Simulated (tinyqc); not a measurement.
## Error from band bending against le

In A the levels shift by pb (1 - z/W)^2 for z < W. The signal from depth z is weighted by exp(-z/le)/le, so the centroid shifts by pb [1 - 2/a + (2/a^2)(1 - exp(-a))], a = W/le, and the error of iA against its value at the interface is that less pb.

Values chosen for this exercise: band bending in A at the interface pb = 0.67 V; width of the bent region W = 18 nm.

Results:

| le (nm) | a | centroid shift (eV) | error (meV) |
|---|---|---|---|
| 0.5 | 36.000 | 0.63381 | -36.188 |
| 1.9 | 9.4737 | 0.54348 | -126.52 |
| 4.8 | 3.7500 | 0.40571 | -264.29 |
| 6.2 | 2.9032 | 0.35871 | -311.29 |
| 7.7 | 2.3377 | 0.31831 | -351.69 |
| 9.1 | 1.9780 | 0.28766 | -382.34 |
| 10.6 | 1.6981 | 0.26053 | -409.47 |
| 12 | 1.5000 | 0.23934 | -430.66 |

Estimate the missing row, le = 3.4 nm.

Computed row:

| le (nm) | a | centroid shift (eV) | error (meV) |
|---|---|---|---|
| 3.4 | 5.2941 | 0.46446 | -205.54 |

With this row back in the table: The size of the error rises from 36.2 to 431 meV; for large a it is 2 |pb|/a. It is below 50 meV, a typical accuracy of the method, in 1 of the 9 rows. Heavily doped substrates and deep-probing photons need the correction.

Computed by the program tinyqc: `OMP_NUM_THREADS=1 python tinyqc.py 2410155 2410156 out.jsonl`, one thread of a shared Intel Xeon 2.30GHz, about 0.01 s for the whole run.
